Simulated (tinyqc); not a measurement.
LED efficiency against current.

ABC model of an LED: J = q da (A n + Ba n^2 + Ca n^3), IQE = Ba n^2/(A n + Ba n^2 + Ca n^3), differential lifetime 1/(A + 2 Ba n + 3 Ca n^2).

Parameters, values chosen for the exercise:

| symbol | value | unit | meaning |
|---|---|---|---|
| A | 2.5e6 | 1/s | defect coefficient of the active layer |
| Ba | 6.6e-10 | cm^3/s | radiative coefficient of the active layer |
| Ca | 7.5e-31 | cm^6/s | Auger coefficient of the active layer |
| da | 34 | nm | thickness of the active layer |

Constants: q = 1.602176634e-19 C. Results are converted to the units shown.

Result of one run:
```
n (cm^-3),IQE (%),defect share (%),Auger share (%),differential lifetime (ns)
3.719e18,99.48,0.1013,0.4205,0.2023
```

Which current density J gave this result: 300, 5000, 20000 or 90000 A/cm^2?

J = 5000 A/cm^2.

The whole series:
```
J (A/cm^2),n (cm^-3),IQE (%),defect share (%),Auger share (%),differential lifetime (ns)
4,1.036e17,96.46,3.527,0.01136,7.180
20,2.339e17,98.38,1.593,0.02615,3.211
70,4.392e17,99.10,0.8546,0.04946,1.716
300,9.111e17,99.48,0.4136,0.1030,0.8285
1000,1.664e18,99.59,0.2267,0.1883,0.4534
5000,3.719e18,99.48,0.1013,0.4205,0.2023
20000,7.425e18,99.11,0.05056,0.8363,0.1007
90000,1.568e19,98.23,0.02373,1.750,0.04705
4e5,3.275e19,96.40,0.01115,3.588,0.02191
```

The IQE goes from 96.5 through a maximum of 99.6 (at J = 1000 A/cm^2 among the rows listed) to 96.4 %. The exact peak, Q/(Q + 2) = 99.6 % with Q = Ba/sqrt(A Ca) = 482, lies at n = sqrt(A/Ca) = 1.83e18 cm^-3, J = 1200 A/cm^2, where the defect and Auger shares are equal. n goes as J^(0.51) at the low end and J^(0.49) at the high end.

tinyqc, about 0.01 s, one thread, Intel Xeon 2.30GHz (shared host): `OMP_NUM_THREADS=1 python tinyqc.py 2300112 2300113 out.jsonl`
